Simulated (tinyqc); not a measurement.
What the corrections do to the levels: formation energy of a charged point defect from supercell energies. Computed by tinyqc, a small Python program. Command: `OMP_NUM_THREADS=1 python tinyqc.py 3025036 3025037 out.jsonl formation walk`. One thread of a shared host (Intel(R) Xeon(R) Processor @ 2.30GHz), about 0.01 s of CPU time with the checks.

The host is a compound AB. Making the defect adds n_A = 0, n_B = -1, n_X = 1 atoms to the cell. All total energies are inputs. E_F is counted from the valence-band maximum (VBM); x = 0 is A-rich and x = 1 B-rich growth.

Inputs (values chosen for the exercise, with gap and screening modelled on AlN):

| quantity | value | unit |
|---|---|---|
| E_VBM of the host cell | 2.392 | eV |
| potential alignment dV | -0.11 | eV |
| dielectric constant eps | 8.25 | - |
| cell length L | 17.9 | angstrom |
| mu_B of the pure element | -2.121 | eV |
| formation enthalpy dH of AB | -4.09 | eV |
| growth condition x | 0.2 | - |
| mu_X of the pure element | -2.121 | eV |
| formation enthalpy of AX | -2.5 | eV |

Defect: impurity X on a B site. Supercell lattice: fcc.

charge states q: 1  0  -1  -2

E(defect, q) - E(host), in the order of q (eV): 1.623  4.801  8.916  15.489

Constants: e^2/(4 pi eps_0) = 14.39964548 eV angstrom.

Method:
- dmu_A = x dH and dmu_B = (1 - x) dH, so that dmu_A + dmu_B = dH; mu = mu(element) + dmu. The impurity is held at its solubility limit: dmu_X = min(0, dH(AX) - dmu_A).
- The reservoir term is sum n_i mu_i.
- Image-charge correction of a point charge in a neutralising background: E_corr = q^2 alpha e^2/(4 pi eps_0) / (2 eps L), alpha = 2.888282 for a fcc array with L the cube root of the volume.
- E_f(q, E_F) = [E(defect, q) - E(host)] - sum n_i mu_i + q (E_VBM + dV + E_F) + E_corr(q).
- Levels eps(q/q-1) with the terms q dV and E_corr left out or kept.

E_f(q, 0) (eV): (q=+1) 2.45582, (q=0) 3.21100, (q=-1) 5.18482, (q=-2) 9.89827

E_corr (eV): (q=+1) 0.140817, (q=0) 0.000000, (q=-1) 0.140817, (q=-2) 0.563267

Levels above the VBM (eV):

| level | raw | with alignment | with image charge | with both |
|---|---|---|---|---|
| (+1/0) | 0.7860 | 0.8960 | 0.6452 | 0.7552 |
| (0/-1) | 1.7230 | 1.8330 | 1.8638 | 1.9738 |
| (-1/-2) | 4.1810 | 4.2910 | 4.6035 | 4.7135 |

What does the comparison show, and why?

Alignment moves every level by -dV = +0.110 eV. The image term moves eps(q/q-1) by (1 - 2q) E_corr(1): (+1/0) by -0.141, (0/-1) by +0.141, (-1/-2) by +0.422 eV, donor levels down and acceptor levels up. It adds 2 E_corr(1) = 0.282 eV to every U.
